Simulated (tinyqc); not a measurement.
# Worked calculation: MOSFET in saturation, small-signal circuit and noise

tinyqc, about 0.01 s, one thread, Intel Xeon 2.30GHz (shared host): `OMP_NUM_THREADS=1 python tinyqc.py 2150148 2150149 out.jsonl` Printed values are rounded.

Bias by the inversion coefficient IC = I/Ispec (charge-based model with velocity saturation; weak inversion below 0.1, strong above 10). Common-source circuit: gm, gds, Cgs, Cgd and Cj at the inner nodes, Rg in series with the gate; quasi-static, no source or drain resistance, no gate-body capacitance, no substrate network, no induced gate noise, so fmax is an upper estimate.

Parameters, values chosen for the exercise:
- T = 300 K (temperature)
- L = 130 nm (gate length)
- W = 20 um (total gate width)
- Cox = 0.92 uF/cm^2 (gate capacitance)
- mu = 330 cm^2/(V s) (mobility)
- n = 1.32 (slope factor)
- Ls = 15 nm (velocity-saturation length)
- sg = 0.035 (ratio gds/gm)
- Cov = 0.2 fF/um (overlap and fringe capacitance per side)
- Cj = 0.68 fF/um (drain junction capacitance)
- Rsh = 5 ohm (sheet resistance of the gate)
- Wf = 4 um (finger width)
- Rc = 50 ohm um (gate contact and vertical resistance)
- IC = 1.8 (inversion coefficient)
- gw = 0.14 (short-channel excess of the noise factor)
- Nt = 8.8e17 cm^-3 eV^-1 (oxide trap density)
- lt = 0.1 nm (tunnelling length into the oxide)
- ac = 3000 V s/C (Coulomb scattering coefficient)
- f = 1 GHz (signal frequency)

Constants: q = 1.602176634e-19 C, kB = 1.380649e-23 J/K, Vt = kB T/q. Results are converted to the units shown.

Range of the model: fmax exceeds 4 fT, where channel resistance and substrate losses, left out here, would cap it.

## Current, transconductance and gain

Ispec = 2 n mu Cox (W/L) Vt^2, lc = Ls/L, gms = [sqrt((lc IC + 1)^2 + 4 IC) - 1]/[2 + lc (lc IC + 1)], gm = gms Ispec/(n Vt), gds = sg gm.

Ispec = 82.4101 uA
I = 148.338 uA
gms = 0.908003
gm = 2.19281 mS
gds = 0.0767482 mS
gm/I = 14.7825 1/V

gm/I is 50.4 % of its weak-inversion limit 1/(n Vt); without velocity saturation (lc = 0) gms would be 0.932.

## Capacitances, gate resistance and cut-off frequencies

qs = [sqrt(1 + 4 IC) - 1]/2, Cgs = Cox W L qs (2 qs + 3)/(3 (qs + 1)^2) + Cov W, Cgd = Cov W, Cd = Cj W, Rg = Rsh (Wf/L)/(12 Nf) + Rc/W with Nf = W/Wf fingers (not rounded) contacted at both ends. fT = gm/(2 pi (Cgs + Cgd)), fmax = fT/(2 sqrt(Rg (gds + 2 pi fT Cgd))).

Cgs = 13.6826 fF
Cgd = 4 fF
Cd = 13.6 fF
Rg = 5.06410 ohm
fT = 19.7367 GHz
fmax = 183.230 GHz

Overlap and fringe make up 45.2 % of the gate capacitance; fmax is 9.28 times fT.

## Admittance matrix

Inner admittances at w = 2 pi f: y11 = i w (Cgs + Cgd), y12 = -i w Cgd, y21 = gm - i w Cgd, y22 = gds + i w (Cgd + Cd). Invert to Z, add Rg to Z11 and invert back to Y.

inner y (mS):
```
                  1                 2
1  0.00000+0.11110i  0.00000-0.02513i
2  2.19281-0.02513i  0.07675+0.11058i
```

Y with Rg (mS):
```
                  1                  2
1  0.00006+0.11110i  -0.00001-0.02513i
2  2.19279-0.02637i   0.07675+0.11086i
```

## Current gain and unilateral power gain

|h21| = |Y21/Y11|; U = |Y21 - Y12|^2/(4 [Re Y11 Re Y22 - Re Y12 Re Y21]). Extrapolated at 20 dB a decade: f |h21| and f sqrt(U).

|h21| = 19.7380
U = 33573.3
f |h21| = 19.7380 GHz
f sqrt(U) = 183.230 GHz

f |h21| is within 0.01 % of the formula for fT, and f sqrt(U) within 0.01 % of that for fmax.

## Noise at the gate

Channel noise Sid = 4 kB T gam n gm with gam = (1/2 + (2/3) qs)/(1 + qs) + gw lc IC, qs = [sqrt(1 + 4 IC) - 1]/2, lc = Ls/L (the last term an empirical rise with velocity saturation); at the gate, white noise Sw = Sid/gm^2 + 4 kB T Rg. Number fluctuation with correlated mobility: S(f) = K/f, K = q^2 Vt lt Nt/(W L Cox^2) (1 + ac mu Cox I/gm)^2, Vt in eV with Nt per eV. Corner fc = K/Sw. Full shot noise would be 2 q I.

gam = 0.609467
Sid = 2.92273e-23 A^2/Hz
Sid/(2 q I) = 0.614887
sqrt(Sw) = 2.48240 nV/Hz^0.5
K = 2.99076e-10 V^2
fc = 48.5332 MHz

The gate resistance gives 1.4 % of the white noise power.
